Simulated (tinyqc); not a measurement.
Ballistic Schottky-barrier transistor with a one-dimensional channel, WKB contacts: two steps of the calculation.

Source Fermi level 0, drain Fermi level -Vd. Far from the contacts Ec = pn - psi, and the gate moves psi one to one; the band edges relax as exp(-x/lam) from pn at the source and pn - Vd at the drain; Ev = Ec - Eg. A carrier of energy w inside the channel band meets at a contact a barrier of height D (the contact edge beyond the channel edge): T = 1 for w >= D, else exp(-S), S = 4 lam sqrt(m/C) [sqrt(D - w) - sqrt(w) arctan sqrt((D - w)/w)], C = hbar^2/(2 m0). The two contacts combine as Ts Td/(Ts + Td - Ts Td).

Parameters, values chosen for the exercise; channel values close to those of a silicon nanowire with silicide contacts: temperature T = 350 K; band gap Eg = 1.12 eV; barrier for electrons at both contacts pn = 0.72 eV; hole mass mp = 0.24 m0; valleys or subbands g = 2; screening length at the contacts lam = 4.1 nm; drain bias Vd = 0.7 V; band shift psi of the channel by the gate ps = -0.48 V; energy of one carrier inside the channel band w0 = 0.77 eV; upper end of the grid wm = 1.4 eV; points of the grid nE = 17.

Constants: q = 1.602176634e-19 C, kB = 1.380649e-23 J/K, hbar = 1.054571817e-34 J s, h = 6.62607015e-34 J s, m0 = 9.1093837015e-31 kg, Vt = kB T/q, hbar^2/(2 m0) = 0.0380998212 eV nm^2. Results are converted to the units shown.

Question 1. Transmission of one of the holes. S and T at both contacts for w = w0, and the tunnelling distance lam ln(D/w) at the higher barrier.

D for holes (eV): source 0.4800000, drain 1.1800000

Find: S at the source; S at the drain; combined T; tunnelling distance.

Answer 1.

S at the source = 0
S at the drain = 3.587
combined T = 0.02767
tunnelling distance = 1.750 nm

Question 2. Current of the holes on a coarse grid. I = g (2 q^2/h) int T(w) [f(Es + w) - f(Ed + w)] dw, f(y) = 1/(1 + exp(y/Vt)). Electrons: Ds = psi, Dd = psi - Vd, Es = Ec, Ed = Ec + Vd. Holes: Ds = -psi, Dd = Vd - psi, Es = -Ev, Ed = -Ev - Vd. The size of each current is taken; both flow from drain to source and add. Simpson's rule on nE equally spaced w from 0 to wm.

Find: w; Ts; Td; T; size of the supply difference; current.

Answer 2.

| point | w (eV) | Ts | Td | T | size of the supply difference |
|---|---|---|---|---|---|
| 0 | 0.0000 | 4.1218e-13 | 3.8160e-20 | 3.8160e-20 | 0.065837 |
| 1 | 0.0875 | 5.9452e-6 | 1.4560e-12 | 1.4560e-12 | 0.56185 |
| 2 | 0.1750 | 0.0010626 | 7.4065e-10 | 7.4065e-10 | 0.95890 |
| 3 | 0.2625 | 0.026698 | 5.8245e-8 | 5.8245e-8 | 0.99765 |
| 4 | 0.3500 | 0.22036 | 1.7195e-6 | 1.7195e-6 | 0.99987 |
| 5 | 0.4375 | 0.77121 | 2.6828e-5 | 2.6827e-5 | 0.99998 |
| 6 | 0.5250 | 1.0000 | 2.6320e-4 | 2.6320e-4 | 0.99979 |
| 7 | 0.6125 | 1.0000 | 0.0017971 | 0.0017971 | 0.99614 |
| 8 | 0.7000 | 1.0000 | 0.0091040 | 0.0091040 | 0.93416 |
| 9 | 0.7875 | 1.0000 | 0.035679 | 0.035679 | 0.43815 |
| 10 | 0.8750 | 1.0000 | 0.11110 | 0.11110 | 0.041099 |
| 11 | 0.9625 | 1.0000 | 0.27891 | 0.27891 | 0.0023501 |
| 12 | 1.0500 | 1.0000 | 0.56516 | 0.56516 | 1.2945e-4 |
| 13 | 1.1375 | 1.0000 | 0.90179 | 0.90179 | 7.1158e-6 |
| 14 | 1.2250 | 1.0000 | 1.0000 | 1.0000 | 3.9109e-7 |
| 15 | 1.3125 | 1.0000 | 1.0000 | 1.0000 | 2.1495e-8 |
| 16 | 1.4000 | 1.0000 | 1.0000 | 1.0000 | 1.1814e-9 |

current = 0.44865 uA

Range of the model: No scattering, image-force lowering, channel charge or band-to-band tunnelling; parabolic kappa overstates S deep in the gap.

tinyqc, about 0.04 s, one thread, Intel Xeon 2.30GHz (shared host): `OMP_NUM_THREADS=1 python tinyqc.py 2390026 2390027 out.jsonl`
